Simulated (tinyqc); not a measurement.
ROHF in the sto-6g basis, for H4+, spin multiplicity 2, step by step. One step of it, computed by the program tinyqc.

Task: Iteration 1: Roothaan effective Fock matrix. With projectors Pc = D(beta) S, Po = (D(alpha) - D(beta)) S, Pv = 1 - D(alpha) S, the block xy is Px^T F Py; with Fc = (F(alpha) + F(beta))/2, the blocks are Fc for cc, oo, vv and cv, F(beta) for co and F(alpha) for ov.

F(alpha) (hartree):
```
           1H 1s      2H 1s      3H 1s      4H 1s
1H 1s  -0.783480  -0.848978  -0.086370  -0.076762
2H 1s  -0.848978  -0.783480  -0.076762  -0.086370
3H 1s  -0.086370  -0.076762  -0.783480  -0.848978
4H 1s  -0.076762  -0.086370  -0.848978  -0.783480
```

F(beta) (hartree):
```
           1H 1s      2H 1s      3H 1s      4H 1s
1H 1s  -0.499624  -0.601050  -0.158690  -0.148119
2H 1s  -0.601050  -0.499624  -0.148119  -0.158690
3H 1s  -0.158690  -0.148119  -0.499624  -0.601050
4H 1s  -0.148119  -0.158690  -0.601050  -0.499624
```

D(alpha) at the start:
```
           1H 1s      2H 1s      3H 1s      4H 1s
1H 1s   0.309972   0.309972  -0.023850  -0.023850
2H 1s   0.309972   0.309972  -0.023850  -0.023850
3H 1s  -0.023850  -0.023850   0.309972   0.309972
4H 1s  -0.023850  -0.023850   0.309972   0.309972
```

D(beta) at the start:
```
          1H 1s     2H 1s     3H 1s     4H 1s
1H 1s  0.143061  0.143061  0.143061  0.143061
2H 1s  0.143061  0.143061  0.143061  0.143061
3H 1s  0.143061  0.143061  0.143061  0.143061
4H 1s  0.143061  0.143061  0.143061  0.143061
```

overlap S:
```
          1H 1s     2H 1s     3H 1s     4H 1s
1H 1s  1.000000  0.622655  0.069396  0.055456
2H 1s  0.622655  1.000000  0.055456  0.069396
3H 1s  0.069396  0.055456  1.000000  0.622655
4H 1s  0.055456  0.069396  0.622655  1.000000
```

Give: effective F.

Result:

effective F (hartree):
```
         1H 1s    2H 1s    3H 1s    4H 1s
1H 1s  -0.6416  -0.7250  -0.1225  -0.1124
2H 1s  -0.7250  -0.6416  -0.1124  -0.1225
3H 1s  -0.1225  -0.1124  -0.6416  -0.7250
4H 1s  -0.1124  -0.1225  -0.7250  -0.6416
```
